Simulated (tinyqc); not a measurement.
Transfer length from front and end resistance.

Question. A contact of length d and width W has Rc = (Rsh Lt/W) coth(d/Lt) and Re = (Rsh Lt/W)/sinh(d/Lt), with Rsh the sheet resistance under the metal and Lt = sqrt(rc/Rsh). Find Lt, Rsh and rc.

Values chosen for this exercise:
- d = 0.2 um (contact length)
- W = 12 um (contact width)

Rc = 842.20332 ohm
Re = 828.90543 ohm

Answer. Rc/Re = cosh(d/Lt) gives Lt, and Re then gives Rsh.

Lt = 1.118 um
Rsh = 1600 ohm/sq
rc = 2.000e-5 ohm cm^2

Computed by the program tinyqc: `OMP_NUM_THREADS=1 python tinyqc.py 2760040 2760041 out.jsonl`, one thread of a shared Intel Xeon 2.30GHz, about 0.01 s for the whole run.
